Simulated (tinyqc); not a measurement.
p-n diode with diffusion and depletion-layer recombination: one step of the calculation.

Abrupt junction in the depletion approximation, low injection, full ionisation, neutral widths fixed, ohmic contact on the p side. Vj is the junction voltage; where a series resistance Rs is given, V = Vj + J Rs is the terminal voltage.

Problem. Recombination in the depleted layer. ni = sqrt(Nc Nv) exp(-Eg/(2 Vt)), Eg in volts. Vbi = Vt ln(Na Nd/ni^2), W = sqrt(2 eps0 eps_r (Vbi - Vj)(1/Na + 1/Nd)/q), xp = W Nd/(Na + Nd), xn = W Na/(Na + Nd); u(x) = q Na (x + xp)^2/(2 eps0 eps_r) for x < 0 and Vbi - Vj - q Nd (xn - x)^2/(2 eps0 eps_r) for x > 0; p = Na exp(-u/Vt), n = Nd exp((u - Vbi + Vj)/Vt); U = ni^2 (exp(Vj/Vt) - 1)/(tp (n + ni exp(Et/Vt)) + tn (p + ni exp(-Et/Vt))); J_scr = q times the integral of U from -xp to xn. Trapezoid rule on 14 equal steps.

Inputs (values chosen for the exercise); band and dielectric values close to those of silicon: temperature T = 293 K; band gap Eg = 1.14 eV; relative permittivity eps_r = 11.7; conduction-band density of states at T Nc = 2.7e19 cm^-3; valence-band density of states at T Nv = 2.56e19 cm^-3; acceptor density Na = 2.8e16 cm^-3; donor density Nd = 6.7e16 cm^-3; electron lifetime tn = 5e-9 s; hole lifetime tp = 1e-6 s; trap level above the intrinsic level Et = 0.01 eV; junction voltage at which recombination is evaluated Vj = 0.43 V.

Constants: q = 1.602176634e-19 C, kB = 1.380649e-23 J/K, Vt = kB T/q, eps0 = 8.8541878128e-14 F/cm where lengths are in cm. Results are converted to the units shown.

Give: W; x; u; n; p; U; J_scr.

Solution.

W = 159.07 nm
x, point 0 to 14 (nm): [-112.18, -100.82, -89.46, -78.10, -66.74, -55.37, -44.01, -32.65, -21.29, -9.93, 1.44, 12.80, 24.16, 35.52, 46.88]
u, point 0 to 14 (V): [0.00000, 0.00280, 0.01118, 0.02516, 0.04472, 0.06988, 0.10063, 0.13696, 0.17889, 0.22641, 0.27937, 0.32619, 0.35963, 0.37970, 0.38639]
n, point 0 to 14 (cm^-3): [1.5136e10, 1.6908e10, 2.3568e10, 4.0995e10, 8.8978e10, 2.4099e11, 8.1445e11, 3.4347e12, 1.8075e13, 1.1869e14, 9.6678e14, 6.1753e15, 2.3221e16, 5.1408e16, 6.7000e16]
p, point 0 to 14 (cm^-3): [2.8000e16, 2.5066e16, 1.7982e16, 1.0338e16, 4.7631e15, 1.7586e15, 5.2036e14, 1.2339e14, 2.3447e13, 3.5706e12, 4.3837e11, 6.8630e10, 1.8251e10, 8.2441e9, 6.3255e9]
U, point 0 to 14 (cm^-3 s^-1): [3.0268e18, 3.3810e18, 4.7121e18, 8.1914e18, 1.7725e19, 4.6880e19, 1.2383e20, 1.0444e20, 2.3288e19, 3.5699e18, 4.3837e17, 6.8630e16, 1.8251e16, 8.2441e15, 6.3255e15]
J_scr = 6.1543e-5 A/cm^2

Computed by the program tinyqc: `OMP_NUM_THREADS=1 python tinyqc.py 2260007 2260008 out.jsonl`, one thread of a shared Intel Xeon 2.30GHz, about 0.01 s for the whole run.
